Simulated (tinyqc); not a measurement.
Semiconductor laser, carrier and photon rate equations: two steps of the calculation.

Carrier density N and photon density S in one mode: dN/dt = F1 = eta I/(q V) - (A N + B N^2 + C N^3) - vg g S; dS/dt = F2 = G vg g S + G be B N^2 - S/tp, with g = g0 ln(N/Ntr)/(1 + ec S). Output power P = Fo Eph S V/(G tp). No heating, no carrier transport.

Inputs (values chosen for the exercise): active volume V = 4.8e-11 cm^3; confinement factor G = 0.064; group velocity vg = 7.92e9 cm/s; gain coefficient g0 = 2800 1/cm; transparency density Ntr = 2.8e18 cm^-3; gain compression ec = 1.3e-17 cm^3; photon lifetime tp = 3.1 ps; defect recombination coefficient A = 1.3e8 1/s; radiative coefficient B = 8.4e-11 cm^3/s; Auger coefficient C = 4.7e-30 cm^6/s; share of spontaneous emission into the mode be = 2.1e-5; injection efficiency eta = 0.86; share of cavity losses that is output Fo = 0.51; photon energy Eph = 1.9 eV; drive current I = 68 mA.

Constants: q = 1.602176634e-19 C. Results are converted to the units shown.

Task 1. Threshold. gth = 1/(G vg tp), Nth = Ntr exp(gth/g0), Ith = q V (A Nth + B Nth^2 + C Nth^3)/eta. Above it S is near G tp eta (I - Ith)/(q V). Carrier lifetime at threshold Nth/(A Nth + B Nth^2 + C Nth^3).

Find: gth; Nth; Ith; estimate of S; carrier lifetime.

Result 1.

gth = 636.4 1/cm
Nth = 3.515e18 cm^-3
Ith = 15.19 mA
estimate of S = 1.172e15 cm^-3
carrier lifetime = 2.069 ns

Task 2. Power, relaxation frequency, damping and bandwidth. Jacobian, with a = g0/(N (1 + ec S)) and d = g/(1 + ec S): J11 = -(A + 2 B N + 3 C N^2) - vg a S, J12 = -vg d, J21 = G vg a S + 2 G be B N, J22 = G vg d - 1/tp. wR^2 = det J, gamma = -trace J, fR = wR/(2 pi); the response wR^2/(wR^2 - w^2 + i gamma w) falls to 1/sqrt(2) at w^2 = x + sqrt(x^2 + wR^4), x = wR^2 - gamma^2/2 (f3dB = w/(2 pi)).

N = 3.526696232e18 cm^-3
S = 1.169542975e15 cm^-3

Wanted: P; fR; gamma; f3dB.

Result 2.

P = 43.93 mW
fR = 7.701 GHz
gamma = 12.97 1/ns
f3dB = 11.81 GHz

Program tinyqc, `OMP_NUM_THREADS=1 python tinyqc.py 2840030 2840031 out.jsonl`; Intel Xeon 2.30GHz, shared host, one thread, about 0.01 s.
